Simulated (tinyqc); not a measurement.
# Projection against the Weibull slope

Defects are spread at random, so -ln(1 - F) is proportional to the area: t63(A2) = t63 (A1/A2)^(1/beta), and the time to the share Fp is t63(A2) (-ln(1 - Fp))^(1/beta).

Inputs (values chosen for the exercise):

| symbol | value | unit | meaning |
|---|---|---|---|
| A1 | 2200 | um^2 | area of a test capacitor |
| A2 | 1.7e6 | um^2 | gate area of the product |
| Fp | 1e-6 |  | allowed share of failed products |
| t63 | 1400 | s | characteristic time of a test capacitor |

Projection against the Weibull slope:
```
beta  t63 of the product (s)  time to Fp (s)  decades lost to area  decades lost to the percentile
0.6                  0.02152       2.152e-12                 4.813                           10.00
1.02                   2.064        2.706e-6                 2.831                           5.882
1.45                   14.27        0.001039                 1.992                           4.138
1.88                   40.73         0.02621                 1.536                           3.191
2.3                    77.71          0.1913                 1.256                           2.609
2.73                   122.5          0.7770                 1.058                           2.198
3.15                   169.5           2.111                0.9168                           1.905
3.58                   218.5           4.607                0.8067                           1.676
4                      265.5           8.397                0.7220                           1.500
```

Both losses go as 1/beta: together 14.8 decades at beta = 0.6 and 2.22 at 4. For small Fp only the ratio Fp/A2 counts, so ten times the area costs as much as a tenth of Fp.

Program tinyqc, `OMP_NUM_THREADS=1 python tinyqc.py 2070157 2070158 out.jsonl`; Intel Xeon 2.30GHz, shared host, one thread, about 0.01 s.
